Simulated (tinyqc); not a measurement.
Round nanowire with a gate all round, subbands and threshold shift from confinement: two steps of the calculation.

Undoped body with a flat potential across it, hard walls, transport along x. One isotropic valley (g = 1, mx = my = mz = me). Non-parabolicity enters the subband edges through E (1 + al E) = gamma, so E = 2 gamma/(1 + sqrt(1 + 4 al gamma)); motion within a subband is taken as parabolic with the band-edge mass. Energies are counted from the bulk band edge.

Parameters, values chosen for the exercise; masses close to those of InAs: temperature T = 77 K; mass at the band edge me = 0.023 m0; non-parabolicity al = 2.6 1/eV; diameter t = 8.1 nm; widening of the box by penetration into the insulator dl = 0 nm.

Constants: q = 1.602176634e-19 C, kB = 1.380649e-23 J/K, hbar = 1.054571817e-34 J s, m0 = 9.1093837015e-31 kg, Vt = kB T/q, hbar^2/(2 m0) = 0.0380998212 eV nm^2. Results are converted to the units shown.

Problem 1. Lowest subbands. gamma = C (2 z/(t + dl))^2 (1/my + 1/mz)/2, z the zeros of the Bessel functions J_l (2.404826, 3.831706, 5.135622, 5.520078, ...), twofold for l > 0; the mean inverse mass is an approximation for anisotropic valleys, C = hbar^2/(2 m0). List the 5 lowest, labelled by quantum numbers, with degeneracy g and N_k: N_k = g sqrt(2 mx m0 kB T/(pi hbar^2)).

Give: E_k; g; N_k.

Solution 1.

```
subband	E_k (eV)	g	N_k (cm^-1)
0,1	0.3192	1	3.571e5
1,1	0.5870	2	7.141e5
2,1	0.8380	2	7.141e5
0,2	0.9125	1	3.571e5
3,1	1.080	2	7.141e5
```

Problem 2. Threshold shift. Each subband has N_k = g sqrt(2 mx m0 kB T/(pi hbar^2)); without degeneracy n = exp(EF/Vt) sum N_k exp(-E_k/Vt). Classical value Nc times pi t^2/4, Nc = sum over valleys of 2 g (m m0 kB T/(2 pi hbar^2))^1.5 with m = (mx my mz)^(1/3). Threshold shift dVT = Vt ln(classical value/sum N_k exp(-E_k/Vt)). Use the subbands listed.

```
subband	E_k (eV)	N_k (cm^-1)
0,1	0.31917837	3.5707490e5
1,1	0.58696931	7.1414980e5
2,1	0.83795877	7.1414980e5
0,2	0.91248849	3.5707490e5
3,1	1.0797535	7.1414980e5
```

Give: shares; sum N_k exp(-E_k/Vt); Nc; classical value; dVT.

Solution 2.

shares, subband 0,1 to 3,1 (%): 100.00  0.00  0.00  0.00  0.00
sum N_k exp(-E_k/Vt) = 4.5920e-16 cm^-1
Nc = 1.1382e16 cm^-3
classical value = 5865.1 cm^-1
dVT = 291.91 mV

Range of the model: Non-parabolicity also makes carriers heavier within each subband, which is left out, so densities of states are understated at high energy.

Computed by the program tinyqc: `OMP_NUM_THREADS=1 python tinyqc.py 2350101 2350102 out.jsonl`, one thread of a shared Intel Xeon 2.30GHz, about 0.1 s for the whole run.
